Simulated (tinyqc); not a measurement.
Inside a calculation. Method: sp3 tight binding, zinc-blende lattice. One step of it, computed by the program tinyqc.

Task: Bloch Hamiltonian at k. Slater-Koster rules over the four bonds with direction cosines (l, m, n): ss V_ss; s-px l V_sp; px-s -l V_sp; px-px l^2 V_pps + (1 - l^2) V_ppp; px-py l m (V_pps - V_ppp); each times exp(i k.d).

Parameters chosen for this model: zinc-blende lattice, anion at 0, cation at a/4 (1,1,1); V = eta hbar^2 / (m d^2), hbar^2/m = 7.619964 eV angstrom^2:
```
parameter          value      unit
a               3.700000  angstrom
d               1.602147  angstrom
Es anion      -19.260000        eV
Ep anion       -7.920000        eV
Es cation     -11.850000        eV
Ep cation      -4.060000        eV
eta ss         -1.320000
eta sp          1.420000
eta pp sigma    2.220000
eta pp pi      -0.630000
V ss           -3.918521        eV
V sp            4.215378        eV
V pp sigma      6.590239        eV
V pp pi        -1.870203        eV
```

k point k (2 pi / a): -0.490000  -0.580000  -0.770000

Give: H(k) at k.

Result:

H(k) at k (eV), lower triangle (Hermitian):
```
                a s           a px           a py           a pz
a s         -19.260
a px          0.000         -7.920
a py          0.000          0.000         -7.920
a pz          0.000          0.000          0.000         -7.920
c s   -2.439+8.062i   5.167-1.468i   3.884-1.953i   1.892-4.008i
c px  -5.167+1.468i   0.591-1.955i  -2.193+4.645i  -4.501+2.263i
c py  -3.884+1.953i  -2.193+4.645i   0.591-1.955i  -5.988+1.701i
c pz  -1.892+4.008i  -4.501+2.263i  -5.988+1.701i   0.591-1.955i

          c s    c px    c py    c pz
c s   -11.850
c px    0.000  -4.060
c py    0.000   0.000  -4.060
c pz    0.000   0.000   0.000  -4.060
```
